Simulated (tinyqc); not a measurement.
p-type polysilicon, carrier trapping at grain boundaries: two steps of the calculation.

One-dimensional grains of size Lg, uniform ionised doping N, monovalent traps Qt at each boundary at a depth Et below (for electrons) or above (for holes) the band edge there, abrupt depletion of width W on each side of a boundary, Boltzmann statistics. xi is the distance from the band edge at the grain centre to the Fermi level. Trapped charge Qt/(1 + exp((xi + VB - Et)/Vt)) = 2 N W, barrier VB = q N W^2/(2 eps0 eps_r).

Inputs (values chosen for the exercise); values of the order met in polycrystalline silicon: temperature T = 250 K; relative permittivity eps_r = 11.7; valence-band density of states at T NB = 2.02e19 cm^-3; grain size Lg = 200 nm; trap density of a grain boundary Qt = 7.4e11 cm^-2; depth of the trap level from the majority band edge at the boundary Et = 0.35 eV; mass for thermionic emission ms = 0.53 m0; correction factor of the emission rate fe = 0.5; mobility inside the grains mug = 130 cm^2/(V s); doping N = 2.2e17 cm^-3.

Constants: q = 1.602176634e-19 C, kB = 1.380649e-23 J/K, m0 = 9.1093837015e-31 kg, Vt = kB T/q, eps0 = 8.8541878128e-14 F/cm where lengths are in cm. Results are converted to the units shown.

Task 1. Depletion width, Fermi level and barrier. If the trap equation with xi = Vt ln(NB/N) has a root W < Lg/2, the grain is partly depleted; otherwise W = Lg/2 and the trap equation gives xi = Et - VB + Vt ln(Qt/(N Lg) - 1). N* = Qt/Lg.

Wanted: N*; W; xi; VB; share of traps filled.

Result 1.

N* = 3.7000e16 cm^-3
W = 16.817 nm
xi = 0.097372 V
VB = 0.048113 V
share of traps filled = 0.99992

N is 5.95 N*, and the grain is partly depleted; VB = 2.23 Vt.

Task 2. Resistivity and effective mobility. n0 = NB exp(-xi/Vt); mean density n0 (1 - 2 W/Lg) by charge balance in a partly depleted grain, and n0 (sqrt(pi)/2) erf(u)/u with u = sqrt(VB/Vt) in a fully depleted one; v = sqrt(kB T/(2 pi ms m0)); barrier resistivity Vt exp(VB/Vt)/(q fe n0 v Lg); grain resistivity (1 - 2 W/Lg)/(q n0 mug); effective mobility 1/(q mean density total resistivity).

W = 16.816914 nm
xi = 0.097371780 V
VB = 0.048112854 V

Find: n0; mean density; v; barrier resistivity; grain resistivity; resistivity; effective mobility.

Result 2.

n0 = 2.200e17 cm^-3
mean density = 1.830e17 cm^-3
v = 3.373e6 cm/s
barrier resistivity = 0.1691 ohm cm
grain resistivity = 0.1815 ohm cm
resistivity = 0.3506 ohm cm
effective mobility = 97.28 cm^2/(V s)

The resistivity is 1.61 times that of a single crystal with the same N and mobility mug, and the mean density is 83.2 % of N.

Program tinyqc, `OMP_NUM_THREADS=1 python tinyqc.py 2830030 2830031 out.jsonl`; Intel Xeon 2.30GHz, shared host, one thread, about 0.01 s.
